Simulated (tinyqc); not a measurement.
## Narrowing from the saturation current

Problem. A uniform n-type emitter has J0 = (q p0 D/L)(s + tanh(W/L))/(1 + s tanh(W/L)), D = mup Vt, s = S L/D, and p0 = (ni^2/N) exp(dE_app/kB T), where dE_app = dEg + kB T ln[(N/Nc) exp(-eta)]. Find p0, dE_app and dEg.

Inputs (values chosen for the exercise); band and dielectric values close to those of silicon: temperature T = 300 K; conduction-band density of states at 300 K Nc = 2.85e19 cm^-3; ionised donor density N = 4.8e19 cm^-3; minority-hole mobility mup = 240 cm^2/(V s); emitter width W = 880 nm; recombination velocity at the contact S = 1.4e5 cm/s.

Constants: q = 1.602176634e-19 C, kB = 1.380649e-23 J/K, Vt = kB T/q. Results are converted to the units shown.

J0 = 582.18255 fA/cm^2
L = 963.50601 nm
ni = 8.8939731e9 cm^-3
converged eta = 1.1033886

Solution. J0 gives p0, its ratio to ni^2/N gives dE_app, and the degeneracy term is taken off.

p0 = 50.1 cm^-3
dE_app = 88.3 meV
dEg = 103 meV

Numbers from tinyqc (`OMP_NUM_THREADS=1 python tinyqc.py 2330105 2330106 out.jsonl`; about 0.01 s on one thread of a shared Intel Xeon 2.30GHz).
